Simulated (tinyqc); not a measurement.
Inversion-layer mobility, back-scattering and ballistic limit of a field-effect transistor: one step, computed by the program tinyqc. Command: `OMP_NUM_THREADS=1 python tinyqc.py 3002496 3002497 out.jsonl mos walk`. One thread of a shared host (Intel(R) Xeon(R) Processor @ 2.30GHz), about 0.01 s of CPU time with the checks.

The charge at the top of the source barrier is fixed by the gate; series resistance and short-channel effects are left out. F_j are Fermi integrals normalised to exp(eta) in the classical limit.

Question. Ballistic limit. F_j(eta) = (1/Gamma(j + 1)) int_0^infinity x^j/(1 + exp(x - eta)) dx, F_0 = ln(1 + exp(eta)). Integrals over x = E/(k_B T) use 160 Gauss-Legendre points in u = sqrt(x) from 0 to sqrt(max(eta, 0) + 32). Ballistic channel: N_2D = g_v m k_B T/(pi hbar^2), U = e V_D/(k_B T); eta_F solves N_inv = (N_2D/2)[F_0(eta_F) + F_0(eta_F - U)]; v_T = sqrt(2 k_B T/(pi m)); I/W = e (N_2D/2) v_T [F_1/2(eta_F) - F_1/2(eta_F - U)]; injection velocity v_T F_1/2(eta_F)/F_0(eta_F).

Inputs (values chosen for the exercise, modelled on a germanium p-channel):

| quantity | value | unit |
|---|---|---|
| transport mass m | 0.2 | m_0 |
| valley degeneracy g_v | 1 | - |
| drain voltage V_D | 0.05 | V |
| temperature T | 200 | K |

Statistics at the top of the barrier: Fermi-Dirac.

inversion density N_inv = 2.798078e+12 1/cm^2

Constants: m_0 = 9.1093837015e-31 kg; k_B = 1.380649e-23 J/K; hbar = 1.054571817e-34 J s; k_B = 8.617333262e-05 eV/K; e = 1.602176634e-19 C.

Give: N_2D; eta_F; thermal velocity v_T; injection velocity; ballistic current I/W.

Answer.

N_2D = 1.4399e+12 1/cm^2

eta_F = 3.0633

thermal velocity v_T = 0.98228 1e7 cm/s

injection velocity = 1.4551 1e7 cm/s

ballistic current I/W = 423.45 microampere/micrometre

Degeneracy raises the injection velocity by a factor 1.48.
